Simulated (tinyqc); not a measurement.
Single-oscillator infrared dielectric function of a polar cubic crystal. From one set of inputs to another, one input at a time. Computed by tinyqc, a small Python program. Command: `OMP_NUM_THREADS=1 python tinyqc.py 3031538 3031539 out.jsonl infrared ladder`. One thread of a shared host (Intel(R) Xeon(R) Processor @ 2.30GHz), about 0.01 s of CPU time with the checks.

One ion pair, charges +Z* and -Z*, in a cell of volume Omega = a^3/4. Frequencies omega are given as wavenumbers (1/cm); eps_s is the static dielectric constant.

The inputs printed are set A. Set A is modelled on lithium fluoride; the values taken over come from a set modelled on potassium chloride. Inputs not listed in the table keep their values of set A, so the rows need not describe a real material.

Inputs (values chosen for the exercise, modelled on lithium fluoride):

| quantity | value | unit |
|---|---|---|
| lattice constant a | 4.03 | angstrom |
| mass M_A | 6.94 | u |
| mass M_B | 19 | u |
| omega_TO | 305 | 1/cm |
| Born charge Z* | 1.06 | e |
| eps_inf | 2.01 | - |
| phonon damping gamma | 19 | 1/cm |
| probe frequency / omega_TO | 1.38 | - |

Structure: rock salt. Free carriers: absent.

Constants: nu for 1 eV/(angstrom^2 u) = 15.6333042 THz; 1 THz = 33.35640952 1/cm; e^2/(4 pi eps_0) = 14.39964548 eV angstrom.

Method:
- mu = M_A M_B/(M_A + M_B); ionic plasma term W^2 = 4 pi Z*^2 (e^2/(4 pi eps_0))/(Omega mu) in eV/(angstrom^2 u), turned into 1/cm by W = 15.6333042 x 33.35640952 x sqrt(W^2); omega_LO^2 = omega_TO^2 + W^2/eps_inf; eps_s = eps_inf + W^2/omega_TO^2; Szigeti charge 3 Z*/(eps_inf + 2); longitudinal (Callen) charge Z*/eps_inf.
- eps(omega) = eps_inf + W^2/(omega_TO^2 - omega^2 - i gamma omega); n + i k = sqrt(eps) with k >= 0; R = |(n + i k - 1)/(n + i k + 1)|^2 at normal incidence from vacuum.
- omega is the probe ratio times omega_TO. Intensity decays over 1/(4 pi omega k); the loss function is Im(-1/eps).

Each row keeps all changes above it:

| input moved | from | to | omega_LO (1/cm) | eps_s | reflectivity R |
|---|---|---|---|---|---|
| set A | - | - | 650.9 | 9.16 | 0.9142 |
| eps_inf | 2.01 | 2.17 | 631.9 | 9.32 | 0.9111 |
| omega_TO (1/cm) | 305 | 140 | 570.9 | 36.08 | 0.9309 |
| phonon damping gamma (1/cm) | 19 | 5.7 | 570.9 | 36.08 | 0.9787 |
| lattice constant a (angstrom) | 4.03 | 6.29 | 316.5 | 11.09 | 0.9505 |
| Born charge Z* (e) | 1.06 | 1.11 | 328.5 | 11.95 | 0.9537 |
| mass M_A (u) | 6.94 | 39.1 | 233.9 | 6.06 | 0.8897 |
| mass M_B (u) | 19 | 35.45 | 209.2 | 4.84 | 0.7939 |

Where does the difference come from?

omega_LO goes from 651 to 209, a factor 0.321 in all. The largest single move comes from lattice constant a (a factor 0.554). eps_s goes from 9.16 to 4.84, a factor 0.529 in all. The largest single move comes from omega_TO (a factor 3.87), but it runs against the net change; the largest move in the direction of the net change is lattice constant a (a factor 0.307). Reflectivity R goes from 0.914 to 0.794, a factor 0.868 in all. The largest single move comes from mass M_B (a factor 0.892), and phonon damping gamma works against it (a factor 1.05). The single moves hold for this order of the switches; the total does not depend on the order.

Extremes, crossings and ranges named in words are read from the listed rows.
